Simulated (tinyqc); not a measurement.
Power iteration on a symmetric matrix, step by step. Computed by tinyqc, a small Python program that keeps every step. Settings: method = power, shift = 1.24. Command: `OMP_NUM_THREADS=1 python tinyqc.py 25839 25840 out.jsonl` (the two numbers bound the seeds that draw the settings). One thread of a shared host (Intel(R) Xeon(R) Processor @ 2.60GHz), about 0.01 s of CPU time with the checks.

## Step 1

A, lower triangle:
```
           1          2         3
1   0.475000
2  -0.180000   1.125000
3  -0.308000  -0.024000  1.757000
```

vector v at the start: 0.577350  0.577350  0.577350

shift = 1.240000

w = (A - shift) v; v' = w/|w| with its largest component positive (the first on a tie); lambda = v'^T A v'.

vector after step 1: 0.959317  0.244232  -0.141639

Rayleigh quotient after step 1 = 0.540505

## Step 2

As before.

vector after step 2: 0.866293  0.232868  0.441938

Rayleigh quotient after step 2 = 0.447237

## Course of the iteration

Stop when the residual |A v - lambda v| is below 1e-9.

Steps:

| step | lambda | residual |
|---|---|---|
| 1 | 0.54050499 | 4.79e-01 |
| 2 | 0.44723688 | 3.43e-01 |
| 3 | 0.40141959 | 2.37e-01 |
| 4 | 0.37990491 | 1.61e-01 |
| 5 | 0.37005859 | 1.09e-01 |
| 6 | 0.36560577 | 7.29e-02 |
| 7 | 0.36360292 | 4.88e-02 |
| 8 | 0.36270425 | 3.27e-02 |
| 9 | 0.36230146 | 2.19e-02 |
| 10 | 0.36212101 | 1.46e-02 |
| 11 | 0.36204019 | 9.80e-03 |
| 12 | 0.36200400 | 6.56e-03 |
| 13 | 0.36198779 | 4.39e-03 |
| 14 | 0.36198053 | 2.94e-03 |
| 15 | 0.36197728 | 1.97e-03 |
| 16 | 0.36197582 | 1.32e-03 |
| 17 | 0.36197517 | 8.80e-04 |
| 18 | 0.36197488 | 5.89e-04 |
| 19 | 0.36197475 | 3.94e-04 |
| 20 | 0.36197469 | 2.64e-04 |
| 21 | 0.36197466 | 1.77e-04 |
| 22 | 0.36197465 | 1.18e-04 |
| 23 | 0.36197465 | 7.90e-05 |
| 24 | 0.36197464 | 5.29e-05 |
| 25 | 0.36197464 | 3.54e-05 |
| 26 | 0.36197464 | 2.37e-05 |
| 27 | 0.36197464 | 1.59e-05 |
| 28 | 0.36197464 | 1.06e-05 |
| 29 | 0.36197464 | 7.10e-06 |
| 30 | 0.36197464 | 4.75e-06 |

all eigenvalues, for comparison: 0.361975  1.167464  1.827562

Not converged in 30 steps: the residual falls only by the ratio of the two largest distances of eigenvalues from the shift, 0.67 a step.
